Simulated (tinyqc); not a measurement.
Changing the total solute fraction x0: equilibrium and kinetic segregation of a solute to boundaries and growing surfaces. Computed by tinyqc, a small Python program. Command: `OMP_NUM_THREADS=1 python tinyqc.py 3011624 3011625 out.jsonl segreg sweep`. One thread of a shared host (Intel(R) Xeon(R) Processor @ 2.30GHz), about 0.01 s of CPU time with the checks.

Inputs (values chosen for the exercise, for a model alloy): segregation energy Q = 0.29 eV; interaction z w (positive attracts) = -0.12 eV; temperature T = 900 K; grain size d = 150 nm; boundary thickness delta = 0.53 nm; atomic volume Omega = 20.7 angstrom^3; clean boundary energy gamma_0 = 0.53 J/m^2; mixing = 0.3.

Isotherm: Fowler-Guggenheim.

Constants: k_B = 8.617333262e-05 eV/K; 1 eV/angstrom^2 = 16.02176634 J/m^2.

Method:
- With theta the solute fraction on boundary sites and x that in the grains, theta/(1 - theta) = [x/(1 - x)] exp[(Q + z w theta)/(k_B T)].
- The coverage theta_inf is that for x = x0. Start at theta = 0; theta(new) = theta + mixing (theta(out) - theta); stop below 1e-10, 80 steps at most.
- Finite grains: boundary sites are the fraction f = 3 delta/d, and x0 = (1 - f) x + f theta; solve both equations for theta; share at boundaries = f theta/x0.
- Gibbs adsorption for this isotherm in a dilute matrix: gamma = gamma_0 + Gam_0 [k_B T ln(1 - theta) + z w theta^2/2], Gam_0 = delta/Omega sites per area.

One run for each value; columns: (1) total solute fraction x0; (2) coverage theta_inf; (3) coverage theta; (4) fraction x left in the grains; (5) boundary energy gamma (J/m^2):
```
(1)              (2)         (3)         (4)      (5)
1.00e-05  4.2021e-04  2.9293e-04  6.9688e-06  0.52991
2.90e-05  1.2162e-03  8.4868e-04  2.0218e-05  0.52973
8.40e-05  3.5024e-03  2.4514e-03  5.8637e-05  0.52922
2.40e-04  9.8476e-03  6.9491e-03  1.6812e-04  0.52777
7.10e-04  2.7831e-02  2.0086e-02  5.0241e-04  0.52345
2.10e-03  7.3249e-02  5.5692e-02  1.5258e-03  0.51101
5.90e-03  1.6257e-01  1.3439e-01  4.5234e-03  0.47964
5.00e-02  5.0381e-01  4.8528e-01  4.5337e-02  0.26074
```

Give the missing row, total solute fraction x0 = 1.70e-02.

Computed row; columns: (1) total solute fraction x0; (2) coverage theta_inf; (3) coverage theta; (4) fraction x left in the grains; (5) boundary energy gamma (J/m^2):
```
(1)              (2)         (3)         (4)      (5)
1.70e-02  3.1037e-01  2.8124e-01  1.4169e-02  0.40547
```

Interpolating between the two neighbouring rows (the first column on a logarithmic scale, the others too where they are positive) misses most in boundary energy gamma (J/m^2), by 13 %. Over the rows, coverage theta_inf rises from 4.20e-4 to 0.504 (exponent d ln y / d ln x 1.00 between the first rows and 0.45 between the last); coverage theta rises from 2.93e-4 to 0.485 (exponent d ln y / d ln x 1.00 between the first rows and 0.51 between the last); fraction x left in the grains rises from 6.97e-6 to 0.0453 (exponent d ln y / d ln x 1.0 between the first rows and 1.1 between the last). At the low end the exponent of coverage theta_inf is 1.00, close to 1: Henry's-law regime. At the low end the exponent of fraction x left in the grains is 1.00, close to 1: x in the grains is proportional to x0.

Caution (rows 0.0170, 0.0500): so much solute in the grains may exceed the solubility and is no longer dilute.
